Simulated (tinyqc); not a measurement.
Comparisons within one model: propagation of a band-gap error through k.p and effective-mass formulas. A value that a table varies takes the place of the one given here.

Chain, for a gap E (the reference Eg or another value), with Ep and Dso kept: 1/me = 1 + Ep (E + 2 Dso/3)/(E (E + Dso)); g* = 2 - 2 Ep Dso/(3 E (E + Dso)); g1(E) = g1 + (Ep/3)(1/E - 1/Eg), g2(E) = g2 + (Ep/6)(1/E - 1/Eg), light hole 1/(g1 + 2 g2), heavy hole 1/(g1 - 2 g2) along [100]; optical constant ei(E) = 1 + (ei - 1)(EP/(EP + E - Eg))^2, static e0(E) = ei(E) + e0 - ei.

Donor: R = Ry me/e0^2, a_B = a0 e0/me, Mott density (0.26/a_B)^3. Nc, Nv = 2 (m kT/(4 pi c))^(3/2), c = hbar^2/2m0, ni = sqrt(Nc Nv) exp(-E/2kT). Exciton: Ry mu/e0^2 with 1/mu = 1/me + g1(E). 1 angstrom^-3 = 1e24 cm^-3.

Constants: Ry = 13.60569312 eV; a0 (Bohr radius) = 0.5291772105 angstrom; kB = 8.617333262e-05 eV/K; hbar^2/2m0 = 3.80998211 eV angstrom^2.

Parameters, chosen for this exercise (reference values near those of InP, gap at low temperature; the results hold for these values, not for the real material): Eg = 1.447 eV (gap at Gamma to the s-like level); Dso = 0.106 eV (spin-orbit splitting); Ep = 20.7 eV (Kane energy); g1 = 5.09 (Luttinger gamma1); g2 = 1.6 (gamma2); e0 = 12.57 (static dielectric constant); ei = 9.46 (optical dielectric constant); EP = 5.38 eV (mean (Penn) gap); mh = 0.6 m0 (density-of-states mass of the holes); T = 77 K (temperature); Eg2 = 0.926 eV (a wrong gap, of the size a semi-local functional can give).

## The size of the error

E = f Eg; ratios against f = 1.

Results:
```
f     E (eV)  me ratio  light-hole ratio  e0 ratio  donor ratio  Mott ratio      g*  log10 ni ratio
0.25   0.362     0.278             0.225     1.383        0.145     0.00811  -6.645           35.10
0.40   0.579     0.429             0.367     1.284        0.260      0.0373  -1.691           28.14
0.60   0.868     0.625             0.566     1.172        0.455       0.151   0.271           18.79
0.80   1.158     0.815             0.777     1.079        0.700       0.431   1.000            9.40
1.00   1.447     1.000             1.000     1.000        1.000        1.00   1.349            0.00
1.20   1.736     1.180             1.237     0.933        1.356        2.02   1.543           -9.42
1.50   2.171     1.442             1.622     0.850        1.996        4.88   1.704          -23.56
2.00   2.894     1.857             2.354     0.745        3.346        15.5   1.832          -47.15
```

What does this show, and why?

Between f = 0.8 and 1.2 the mean powers d ln(ratio)/d ln f are 0.91 for me, 1.15 for the light hole, -0.36 for e0, 1.63 for the donor energy and 3.81 for the Mott density; ni moves by -3.25 decades per 0.1 eV, against -0.1 eV/(2 kT ln 10) = -3.27 from the exponential alone, the rest coming from Nc through me^(3/4). g* changes sign between f = 0.40 and 0.60; the place of this zero hangs on remote bands, which are left out.

## What each input does

All at E = Eg2. Each row changes one parameter from the base and keeps the others.

Results:
```
case            me (m0)  light hole (m0)     e0  donor (meV)  exciton (meV)  log10 ni
base             0.0443           0.0732  14.48        2.872          2.137   -12.972
Eg2 = 0.852 eV   0.0410           0.0669  14.80        2.544          1.891   -10.576
Dso = 0.114 eV   0.0444           0.0732  14.48        2.879          2.140   -12.972
Ep = 22.356 eV   0.0411           0.0710  14.48        2.668          2.008   -12.996
g1 = 4.683       0.0443           0.0755  14.48        2.872          2.166   -12.972
EP = 4.95 eV     0.0443           0.0732  14.68        2.796          2.080   -12.972
ei = 10.217      0.0443           0.0732  14.65        2.805          2.087   -12.972
mh = 0.552 m0    0.0443           0.0732  14.48        2.872          2.137   -12.999
T = 83.16 K      0.0443           0.0732  14.48        2.872          2.137   -10.677
```

What does this show?

The largest shifts from the base row, up to three for each result and ties (the steps differ in size, so this ranks the rows, not the parameters). me (m0): Eg2 -0.0033, Ep -0.0031, Dso +0.0001; unchanged at the printed digits by g1, EP, ei, mh and T. light hole (m0): Eg2 -0.0063, g1 +0.0022, Ep -0.0022; unchanged at the printed digits by Dso, EP, ei, mh and T. e0: Eg2 +0.32, EP +0.20, ei +0.17; unchanged at the printed digits by Dso, Ep, g1, mh and T. donor (meV): Eg2 -0.328, Ep -0.204, EP -0.076; unchanged at the printed digits by g1, mh and T. exciton (meV): Eg2 -0.245, Ep -0.128, EP -0.057; unchanged at the printed digits by mh and T. log10 ni: Eg2 +2.397, T +2.295, mh -0.027; unchanged at the printed digits by Dso, g1, EP and ei.

Run: tinyqc, `OMP_NUM_THREADS=1 python tinyqc.py 1851030 1851031 out.jsonl`; Intel(R) Xeon(R) Processor @ 2.30GHz, one thread, shared host; about 0.01 s of CPU time with all checks.
